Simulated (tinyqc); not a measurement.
# Thin-body transistor below threshold, two-dimensional Poisson equation on a small mesh: effects of single changes

A thin body on a thick buried insulator of low permittivity, taken as carrying no normal field at the bottom of the body (row 0). Mobile charge is neglected (subthreshold), the body is fully depleted, and potentials are counted from the intrinsic level; rows run upward to the gate, columns from source to drain.

Parameters, values chosen for the exercise; semiconductor permittivity close to that of silicon:

| symbol | value | unit | meaning |
|---|---|---|---|
| T | 273 | K | temperature |
| eps_r | 11.9 |  | relative permittivity of the semiconductor |
| eox | 25 |  | relative permittivity of the insulator |
| tb | 8 | nm | body thickness |
| tox | 6.1 | nm | insulator thickness |
| L | 40 | nm | channel length |
| Na | 0 | cm^-3 | acceptor density of the depleted body |
| Vbi | 0.49 | V | potential of the source |
| Vfb | 0.11 | V | gate offset |
| Vg | -0.1 | V | gate voltage |
| Vd | 0.05 | V | drain voltage |

Constants: q = 1.602176634e-19 C, kB = 1.380649e-23 J/K, Vt = kB T/q, eps0 = 8.8541878128e-14 F/cm where lengths are in cm. Results are converted to the units shown.

Each table varies one quantity; the others keep the values above.

## Effect of the insulator thickness

Mesh: rows i = 0..12 in the semiconductor (step hs = tb/12, row 12 on the interface), then 8 step(s) ho = tox/8 up to the gate row 20; columns j = 0..80 (step hy = L/80). Box integration, divided by eps0: up_i = eps hy/h of the interval above row i, dn_i = that of the interval below (0 for row 0), lat_i = (sum of eps h/2 over the intervals above and below)/hy, s_i = -q Na w_i hy/eps0 with w_i the semiconductor height of the box (hs/2 for row 0 and the interface row, hs between, 0 in the insulator). Each free node obeys (up + dn + 2 lat) psi = up psi(above) + dn psi(below) + lat [psi(left) + psi(right)] + s. Fixed values: gate row Vg - Vfb; column 0 at Vbi and the last column at Vbi + Vd in the semiconductor, each running linearly to Vg - Vfb across the insulator. The system is solved directly. On row 0 the minimum of psi and its place come from a parabola through the three lowest nodes; barrier = Vbi - minimum, swing = Vt ln 10/(d psi/dVg), DIBL = (d psi/dVd)/(d psi/dVg) there. Lambda = pi/k with k the smallest positive root of tan(k tox) tan(k tb) = eox/eps_r.

Results:

| tox (nm) | L/Lambda | barrier (V) | place y/L | swing (mV/decade) | DIBL (mV/V) |
|---|---|---|---|---|---|
| 2.4 | 2.175 | 0.6379 | 0.4949 | 59.25 | 45.29 |
| 3.4 | 2.050 | 0.6236 | 0.4946 | 60.56 | 56.89 |
| 4.6 | 1.906 | 0.6039 | 0.4941 | 62.46 | 73.83 |
| 6.4 | 1.702 | 0.5701 | 0.4933 | 66.01 | 105.4 |
| 12 | 1.214 | 0.4555 | 0.4903 | 81.78 | 245.1 |

Estimate the missing row, tox = 8.8 nm.

Computed row:

| tox (nm) | L/Lambda | barrier (V) | place y/L | swing (mV/decade) | DIBL (mV/V) |
|---|---|---|---|---|---|
| 8.8 | 1.464 | 0.5209 | 0.4921 | 71.97 | 158.3 |

With this row back in the table: As tox goes from 2.4 to 12 nm, the barrier falls from 0.638 to 0.456 V, the swing rises from 59.3 to 81.8 mV a decade and DIBL rises from 45.3 to 245 mV/V; the ideal swing is 54.2. L/Lambda goes from 2.2 to 1.2.

## Effect of the drain voltage

Same model as above.

Effect of the drain voltage:

| Vd (V) | L/Lambda | barrier (V) | place y/L | swing (mV/decade) | DIBL (mV/V) |
|---|---|---|---|---|---|
| 0.05 | 1.735 | 0.5760 | 0.4935 | 65.36 | 99.67 |
| 0.25 | 1.735 | 0.5605 | 0.4711 | 65.52 | 88.40 |
| 0.45 | 1.735 | 0.5466 | 0.4529 | 65.79 | 80.38 |
| 0.65 | 1.735 | 0.5339 | 0.4377 | 66.12 | 74.29 |
| 0.85 | 1.735 | 0.5222 | 0.4245 | 66.49 | 69.47 |
| 1.05 | 1.735 | 0.5112 | 0.4129 | 66.88 | 65.54 |

What does the comparison show?

As Vd goes from 0.05 to 1.05 V, the barrier falls from 0.576 to 0.511 V, the swing rises from 65.4 to 66.9 mV a decade and DIBL falls from 99.7 to 65.5 mV/V; the ideal swing is 54.2. The barrier top moves from y/L = 0.493 to 0.413, towards the source.

## Effect of the relative permittivity of the insulator

Same model as above.

Effect of the relative permittivity of the insulator:

| eox | L/Lambda | barrier (V) | place y/L | swing (mV/decade) | DIBL (mV/V) |
|---|---|---|---|---|---|
| 3.9 | 0.9443 | 0.3665 | 0.4870 | 100.4 | 408.8 |
| 5.9 | 1.112 | 0.4312 | 0.4894 | 86.15 | 283.7 |
| 8.8 | 1.285 | 0.4849 | 0.4911 | 77.07 | 203.5 |
| 13 | 1.457 | 0.5270 | 0.4922 | 71.17 | 151.3 |
| 20 | 1.643 | 0.5620 | 0.4931 | 66.92 | 113.5 |
| 30 | 1.806 | 0.5856 | 0.4937 | 64.34 | 90.52 |

What does the table show?

As eox goes from 3.9 to 30, the barrier rises from 0.367 to 0.586 V, the swing falls from 100 to 64.3 mV a decade and DIBL falls from 409 to 90.5 mV/V; the ideal swing is 54.2. L/Lambda goes from 0.94 to 1.8.

Computed by the program tinyqc: `OMP_NUM_THREADS=1 python tinyqc.py 2480041 2480042 out.jsonl`, one thread of a shared Intel Xeon 2.30GHz, about 0.09 s for the whole run.
